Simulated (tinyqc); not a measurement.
Resonant-tunnelling diode, transfer matrices and Tsu-Esaki current: effect of temperature at two biases.

Emitter (band edge 0), barrier d1, well Lw, barrier d2, collector (edge -V). The bias drops linearly over these layers and none in the contacts; each layer is cut into ns equal slices, flat at the value of their centres. E is the energy of motion across the layers, C = hbar^2/(2 m0), psi and psi'/m are continuous. Transport is coherent, T(E) is taken as independent of the transverse momentum, and charge in the well is ignored.

The current at V = 0.085 V and at V = 0.13 V, Ef held fixed. For the pair (psi, psi'/m) a flat layer has M = [[cos kd, (m/k) sin kd], [-(k/m) sin kd, cos kd]] with k = sqrt(m (E - U)/C) above its edge U, and M = [[cosh Kd, (m/K) sinh Kd], [(K/m) sinh Kd, cosh Kd]] with K = sqrt(m (U - E)/C) below it. Later slices stand to the left. With M acting on (psi, psi'/m) and v = k/m in each lead, T(E) = 4 vL vR/[(vL vR M12 - M21)^2 + (vR M11 + vL M22)^2]. J = J0 times the integral over E > 0 of T(E) N(E), N = ln[(1 + exp((Ef - E)/Vt))/(1 + exp((Ef - V - E)/Vt))], J0 = q^2 mw m0 kB T/(2 pi^2 hbar^3) (times 1e-4 for A/cm^2 per eV). The integral is converged to the digits shown.

Inputs (values chosen for the exercise); masses and offsets close to those of GaAs wells and AlGaAs barriers: mass in the well, spacer and contacts mw = 0.066 m0; barrier height U1 = 0.25 eV; barrier mass m1 = 0.094 m0; emitter barrier d1 = 3.7 nm; well width Lw = 7 nm; collector barrier d2 = 3.7 nm; slices in each layer ns = 2; Fermi energy of both contacts above their band edges Ef = 0.043 eV.

Constants: q = 1.602176634e-19 C, kB = 1.380649e-23 J/K, hbar = 1.054571817e-34 J s, m0 = 9.1093837015e-31 kg, Vt = kB T/q, hbar^2/(2 m0) = 0.0380998212 eV nm^2. Results are converted to the units shown.

Effect of temperature at two biases:
```
T (K)	J at 0.085 V (kA/cm^2)	J at 0.13 V (kA/cm^2)	ratio
40	14.06	0.2410	58.36
77	14.10	0.2722	51.80
150	14.42	0.6391	22.56
220	15.66	3.082	5.081
300	20.31	11.69	1.737
400	34.00	33.97	1.001
```

What does the comparison show?

The first current rises from 14.1 to 34.0 kA/cm^2, the second rises from 0.241 to 34.0 kA/cm^2, and their ratio falls from 58.4 to 1.00. Heat lifts electrons to energies where the barriers transmit more, which raises the second current by a far larger factor than the first.

tinyqc, about 0.2 s, one thread, Intel Xeon 2.30GHz (shared host): `OMP_NUM_THREADS=1 python tinyqc.py 2600140 2600141 out.jsonl`
